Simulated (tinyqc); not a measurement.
Atomic layer deposition: Langmuir saturation, growth per cycle and coating of deep features: one step, computed by the program tinyqc.

Precursor A sticks only on free sites, so a long enough pulse saturates; co-reactant B then frees the sites again.

Question. Exposure for a deep feature. Diffusion-limited filling (Gordon) of a round hole of diameter w: a saturation front at depth z needs dz/dt = D_K n/(z (4q/w)), with Knudsen D_K = w c/3 and F = n c/4; including the entrance and floor terms, t = (q/F)(1 + 19a/4 + 3a^2/2). Reaction-limited filling needs ln(100)/k_a at any depth, k_a = beta F/q. Flow is molecular. The front picture holds when the modulus a sqrt(beta) is well above 1. Depth reached by the given pulse: solve the same formula for a. Exposure = p x diffusion-limited time; 1 langmuir = 1.33322e-4 Pa s.

Inputs (values chosen for the exercise, modelled on hafnium oxide from an amide and water):
```
quantity,value,unit
site density q,3,1/nm^2
sticking probability beta on free sites,0.029,-
precursor pressure p,3.4,Pa
temperature T,175,C
pulse time t,0.034,s
aspect ratio a,40,-
```

Feature: round hole.

flux F = 20873.26 1/(nm^2 s)

Give: diffusion-limited time; exposure; modulus; aspect ratio reached by the front in time t.

Answer.

diffusion-limited time = 0.3724 s

exposure = 9497 langmuir

modulus = 6.812

aspect ratio reached by the front in time t = 11.05

Caution: the depth reached is formal here: it is under 2/sqrt(beta), so no sharp front has formed.
